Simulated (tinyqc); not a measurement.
## Series resistance and mobility from two gate lengths

Question. At small Vds the total resistance times width is 2 Rs + L/(mu Q), with the same mu and Q at both lengths. Find mu and Rs.

total resistance at L = 30 and 80 nm (ohm um): [614.57976, 1472.2127]
Q = 0.53 uC/cm^2

Answer. The slope against L is 1/(mu Q), and the intercept at L = 0 is 2 Rs.

mu = 110.0 cm^2/(V s)
Rs = 50.00 ohm um

Computed by the program tinyqc: `OMP_NUM_THREADS=1 python tinyqc.py 2380012 2380013 out.jsonl`, one thread of a shared Intel Xeon 2.30GHz, about 0.01 s for the whole run.
